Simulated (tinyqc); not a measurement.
# Keating valence-force model of a tetrahedral crystal, step by step

A worked calculation. Computed by tinyqc, a small Python program that keeps every step. Command: `OMP_NUM_THREADS=1 python tinyqc.py 3015742 3015743 out.jsonl keating walk`. One thread of a shared host (Intel(R) Xeon(R) Processor @ 2.30GHz), about 0.03 s of CPU time with the checks. Intermediate numbers are printed to about 7 digits and carried at full precision; extremes and crossings named in words are read from the listed rows.

Atom A sits at 0 and atom B at a/4 (1,1,1) of an fcc lattice; the four bonds from A are t = a/4 (1,1,1), a/4 (1,-1,-1), a/4 (-1,1,-1), a/4 (-1,-1,1), of length d = sqrt(3) a/4. Energy: E = (3 alpha/(8 d^2)) sum over bonds (r.r - d^2)^2 + (3 beta/(8 d^2)) sum over pairs of bonds at one atom (r_i.r_j + d^2/3)^2, with beta_A for the six pairs at A and beta_B for the six at B. The cell holds two atoms, Omega = a^3/4. 1 N/m = 1 J/m^2.

Inputs (values chosen for the exercise, for a model crystal):
```
quantity               value      unit
lattice constant a     6.144  angstrom
mass M_A                61.1         u
mass M_B                77.3         u
bond stretching alpha     80       N/m
bond bending beta_A     7.04       N/m
bond bending beta_B     7.04       N/m
Born charge Z*          2.41         e
eps_inf                 5.17         -
mesh divisions n           6         -
temperature T            600         K
```

Structure: zinc blende.

wave vector q (2 pi/a): 0.85  0.42  0.21

Constants: 1 eV/angstrom^2 = 16.02176634 J/m^2; nu for 1 eV/(angstrom^2 u) = 15.6333042 THz; 1 THz = 33.35640952 1/cm; e^2/(4 pi eps_0) = 14.39964548 eV angstrom; u = 1.6605390666e-27 kg; h x 1 THz = 4.135667696 meV; k_B = 8.617333262e-05 eV/K.

## Dynamical matrix at q

With displacements u exp(i q.r), each bracket changes by g.u, where g = (g_A, g_B): bond t, g = (-2 t, 2 t exp(i q.t)); pair (i, j) at A, g = (-(t_i + t_j), t_i exp(i q.t_j) + t_j exp(i q.t_i)); pair at B, g = (-t_i exp(-i q.t_j) - t_j exp(-i q.t_i), t_i + t_j). Then D_mn = sum over the 4 bonds and 12 pairs of (4 k/a^2) conj(g_m) g_n / sqrt(M_m M_n), with k = alpha or beta converted to eV/angstrom^2. Only the short-range forces enter; the Coulomb field of the charges is left out.

D(q) (eV/(angstrom^2 u)):
```
                       A x                    A y                    A z                    B x
A x              0.3709149   0.0031623+0.0050235i   0.0020011+0.0117103i  -0.0551805+0.0610406i
A y   0.0031623-0.0050235i              0.3579625   0.0042693+0.0017678i   0.1494447-0.0158364i
A z   0.0020011-0.0117103i   0.0042693-0.0017678i              0.3649016   0.0659633-0.0358785i
B x  -0.0551805-0.0610406i   0.1494447+0.0158364i   0.0659633+0.0358785i              0.2931811
B y   0.1494447+0.0158364i  -0.0551805-0.0610406i   0.0122840+0.1926630i   0.0024996+0.0039707i
B z   0.0659633+0.0358785i   0.0122840+0.1926630i  -0.0551805-0.0610406i   0.0015817+0.0092561i

                       B y                    B z
A x   0.1494447-0.0158364i   0.0659633-0.0358785i
A y  -0.0551805+0.0610406i   0.0122840-0.1926630i
A z   0.0122840-0.1926630i  -0.0551805+0.0610406i
B x   0.0024996-0.0039707i   0.0015817-0.0092561i
B y              0.2829432   0.0033745-0.0013973i
B z   0.0033745+0.0013973i              0.2884280
```

## Frequencies at q

Diagonalise the Hermitian matrix D. An eigenvalue lambda of D in eV/(angstrom^2 u) gives nu = 15.6333042 THz x sqrt(lambda). The weight on A is the sum of |e|^2 over the three components of atom A.

frequencies (THz): 3.19724  4.09428  7.74617  9.83703  12.10159  12.18246

weights on atom A: 0.4325947  0.4266906  0.2510341  0.7486772  0.5622414  0.5787621

The top mode has 58 % of its weight on A, the lighter atom.

## Elastic constants and internal strain

beta = (beta_A + beta_B)/2; C11 = (alpha + 3 beta)/a, C12 = (alpha - beta)/a, C44 = 4 alpha beta/(a (alpha + beta)); with the two sublattices clamped C44(0) = (alpha + beta)/a; internal-strain parameter zeta = (alpha - beta)/(alpha + beta); B = (C11 + 2 C12)/3.

C11 = 164.5833 GPa

C12 = 118.75 GPa

C44 = 42.12623 GPa

clamped C44(0) = 141.6667 GPa

internal-strain parameter zeta = 0.8382353

bulk modulus B = 134.0278 GPa

Letting the sublattices shift lowers C44 by 70 %, which is zeta^2. With zeta near 1 a shear keeps the bond lengths and bends the angles. The model fixes 2 C44 (C11 + C12)/((C11 - C12)(C11 + 3 C12)) = 1.000 whatever alpha and beta are.

## Optical mode at the zone centre

beta = (beta_A + beta_B)/2; mu = M_A M_B/(M_A + M_B); lambda = 4 (alpha + beta)/mu with the springs in eV/angstrom^2; nu = 15.6333042 THz x sqrt(lambda).

reduced mass mu = 34.12594 u

nu_TO at G = 12.47506 THz

the same as a wavenumber = 416.1233 1/cm

## LO-TO splitting

The long-range field adds 4 pi Z*^2 (e^2/(4 pi eps_0))/(eps_inf Omega mu) to lambda for the longitudinal mode at q -> 0; lambda = (nu/15.6333042 THz)^2; eps_0 = eps_inf (nu_LO/nu_TO)^2 (Lyddane-Sachs-Teller; here eps_0 is the static dielectric constant).

nu_LO at G = 13.44381 THz

static dielectric constant = 6.004130

The splitting is 7.8 % of nu_TO, and the lattice adds 0.83 to the dielectric constant.

## Frequencies at the zone boundary

The formulas are those given above.

Frequencies (THz) at points given in 2 pi/a:
```
point                  nu 1      nu 2      nu 3      nu 4      nu 5      nu 6
X (1, 0, 0)        3.521173  3.521173  8.617563   9.69290  11.96781  11.96781
L (0.5, 0.5, 0.5)  2.490738  2.490738  7.393736  10.50716  12.22389  12.22389
W (1, 0.5, 0)      3.915682  3.937750  8.288869   9.32319  12.06973  12.13775
K (0.75, 0.75, 0)  3.253504  4.228053  8.152953   9.58486  12.04333  12.13900
```

At X the two longitudinal modes are split (8.62 and 9.69 THz) because each moves one sublattice alone.

## Lowest frequency at X

Take the lowest frequency at X = (1, 0, 0) 2 pi/a, the transverse acoustic (TA) mode.

TA frequency at X = 3.521173 THz

## Transverse acoustic branch against its sound line

The sound line is nu = v q/(2 pi) with v = sqrt(C44/rho), rho = (M_A + M_B)/Omega; the clamped line uses C44(0).

Frequencies (THz) along G-X; columns: (1) q (2 pi/a); (2) lowest branch; (3) sound line, relaxed C44; (4) sound line, clamped C44(0); (5) third-lowest frequency; (6) highest frequency:
```
(1)        (2)       (3)       (4)       (5)       (6)
0.05  0.265095  0.265307  0.486527  0.524206  12.47225
0.15  0.790165  0.795922  1.459581  1.567888  12.45001
0.30  1.545485  1.591844  2.919161  3.104043  12.37896
0.45  2.229740  2.387766  4.378742  4.577656  12.27418
0.60  2.804657  3.183688  5.838323  5.958879  12.15570
0.75  3.231124  3.979610  7.297903  7.214612  12.04936
0.90  3.473806  4.775532  8.757484  8.268861  11.98165
1.00  3.521173  5.306147  9.730538  8.617563  11.96781
```

At small q the branch follows the relaxed line (0.999 of it, against 0.545 of the clamped one): in a long shear wave the sublattices shift against each other. At X it reaches 66 % of the relaxed line. Real tetrahedral semiconductors have flatter TA branches than a Keating model fitted to their elastic constants, which needs longer-ranged terms to mend.

## Thermal sums on a mesh

Mesh: q = sum_i (m_i + 1/2)/n b_i, m_i = 0..n-1, with b = [[-1, 1, 1], [1, -1, 1], [1, 1, -1]] in 2 pi/a; sums over the six modes are averaged over the n^3 points and halved, per atom. With x = h nu/(k_B T) and n = 1/(exp(x) - 1) for each mode: F = k_B T [x/2 + ln(1 - exp(-x))], U = k_B T x (n + 1/2), S/k_B = x n - ln(1 - exp(-x)), C/k_B = x^2 n (n + 1). The acoustic share counts the three lowest modes at each q; zero-point energy = sum h nu/2.

free energy F = -94.88681 meV/atom

entropy S = 4.960504 k_B/atom

heat capacity C = 2.877957 k_B/atom

acoustic share of C = 0.5151713

zero-point energy = 49.32454 meV/atom

C is 96 % of the classical value; acoustic and optical modes carry nearly equal shares.

Checks made by the program: slopes of the acoustic branches along [110] against C11, C12 and the relaxed C44 (relative difference 8e-07); zone-centre optical mode against D(q = 0) (relative difference below 1e-10); longitudinal modes at X against the diagonal of D (relative difference below 1e-10).
